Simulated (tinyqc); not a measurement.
# One anharmonic mode: perturbation theory, self-consistent phonons and exact levels, step by step

A worked calculation. Computed by tinyqc, a small Python program that keeps every step. Command: `OMP_NUM_THREADS=1 python tinyqc.py 3028706 3028707 out.jsonl scp walk`. One thread of a shared host (Intel(R) Xeon(R) Processor @ 2.30GHz), about 0.03 s of CPU time with the checks. Intermediate numbers are printed to about 7 digits and carried at full precision; extremes and crossings named in words are read from the listed rows.

V(x) = k x^2/2 + b x^4 for one coordinate x of mass M. A constant K > 0 gives hbar Omega = sqrt((hbar^2/u) K/M) with K in eV/angstrom^2 and M in u.

Inputs (values chosen for the exercise, for a model mode):
```
quantity                          value           unit
mode mass M                        12.8              u
harmonic constant k                2.63  eV/angstrom^2
quartic constant b                 2.57  eV/angstrom^4
temperature T                       280              K
mixing                              0.7              -
basis size N of the small matrix      4              -
```

Shape: single well.

Constants: hbar^2/u = 4.18015928e-03 eV angstrom^2; k_B = 8.617333262e-05 eV/K.

## Harmonic values and first-order shift

<x^2> = (hbar Omega/(2K)) coth(hbar Omega/(2 k_B T)) at K = k; first order in b shifts the quantum by 6 b <x^2> hbar Omega/k.

harmonic quantum = 29.30686 meV

harmonic <x^2> = 0.01027545 angstrom^2

first-order shift = 1.765627 meV

## Self-consistent cycle

Self-consistent phonon, centred at x = 0: K = k + 12 b <x^2>, <x^2> = (hbar Omega/(2K)) coth(hbar Omega/(2 k_B T)). Start at K = |k|; K(new) = K + mixing x (K_out - K), but at least K/20; stop when |K_out - K| < 1e-9 |k| or after 90 steps.

Iterations:
```
step  K (eV/angstrom^2)  hbar Omega (meV)     K_out     K_out - K
0              2.630000          29.30686  2.946895  3.168950e-01
1              2.851827          30.51778  2.924820  7.299339e-02
2              2.902922          30.78996  2.920212  1.728990e-02
3              2.915025          30.85408  2.919144  4.119037e-03
4              2.917908          30.86933  2.918891  9.825957e-04
5              2.918596          30.87297  2.918830  2.344717e-04
6              2.918760          30.87384  2.918816  5.595495e-05
7              2.918799          30.87405  2.918813  1.335348e-05
8              2.918809          30.87410  2.918812  3.186780e-06
9              2.918811          30.87411  2.918812  7.605192e-07
10             2.918811          30.87411  2.918812  1.814966e-07
11             2.918811          30.87411  2.918812  4.331384e-08
12             2.918812          30.87411  2.918812  1.033677e-08
13             2.918812          30.87411  2.918812  2.466853e-09
```

converged (1 yes, 0 no) = 1

self-consistent K = 2.918812 eV/angstrom^2

Converged at step 13.

## Self-consistent results

Its free energy is F = k_B T ln[2 sinh(hbar Omega/(2 k_B T))] + (k - K)<x^2>/2 + 3 b <x^2>^2, an upper bound to the exact one.

self-consistent quantum = 30.87411 meV

self-consistent <x^2> = 0.009364835 angstrom^2

self-consistent free energy = 6.896239 meV

## Hamiltonian in a small basis

Basis: oscillator states n of the constant |k|, with x = s (a + a+), s^2 = hbar Omega/(2|k|); H = hbar Omega (n + 1/2) + (k - |k|) x^2/2 + b x^4, with exact matrix elements of x^2 and x^4.

H (meV), lower triangle (symmetric):
```
         1        2        3         4
1  14.8928
2   0.0000  45.1570
3   0.6770   0.0000  76.3786
4   0.0000   1.9542   0.0000  108.5576
```

## Levels in the small basis

Diagonalise H.

levels (meV): 14.8853  45.0968  76.3861  108.6178

## Exact levels and averages

Exact values use 120 basis states: F = -k_B T ln sum exp(-E_n/(k_B T)), and <x^2> is the Boltzmann mean.

lowest exact levels (meV): 14.8844  45.0932  76.1500  107.9954  140.5800  173.8616

E_1 - E_0 = 30.20887 meV

exact free energy = 6.882567 meV

exact <x^2> = 0.009397037 angstrom^2

The self-consistent free energy lies 0.014 meV above the exact one, and its <x^2> is -0.3 % off. The small basis misses E_0 by 0.000968 meV.

## Three descriptions against temperature

The classical <x^2> is int x^2 exp(-V/(k_B T)) dx / int exp(-V/(k_B T)) dx (2001 points over six exact widths each way).

Results; columns: (1) T (K); (2) hbar Omega, self-consistent (meV); (3) <x^2>, self-consistent; (4) <x^2>, exact; (5) F, self-consistent (meV); (6) F, exact (meV); (7) <x^2>, classical:
```
(1)        (2)          (3)          (4)        (5)        (6)           (7)
17    30.22102  0.005403110  0.005404929   14.88543   14.88435  5.534374e-04
41    30.22135  0.005405133  0.005406964   14.88474   14.88367   0.001323060
85    30.24957  0.005574518  0.005577038   14.76641   14.76512   0.002701125
150   30.40332  0.006500474  0.006507571   13.58318   13.58018   0.004667145
270   30.83548  0.009128119  0.009157612   7.588917   7.576453   0.008111578
480   31.64370   0.01414194   0.01425379  -11.61740  -11.66989    0.01368313
820   32.83744   0.02178461   0.02212229  -57.17550  -57.35820    0.02180688
1400  34.54860   0.03323354   0.03411806  -158.9630  -159.5335    0.03394734
```

The self-consistent quantum hardens from 30.22 to 34.55 meV, since a wider spread samples the steep quartic walls. Its <x^2> misses by 0.0 % at the lowest T and -2.6 % at the highest; the excess in F runs from 0.001 to 0.570 meV. The classical value is 0.10 of the exact one at the lowest T and 0.995 at the highest.

Checks made by the program: dF/dK = 0 at the solution (relative difference below 1e-10).
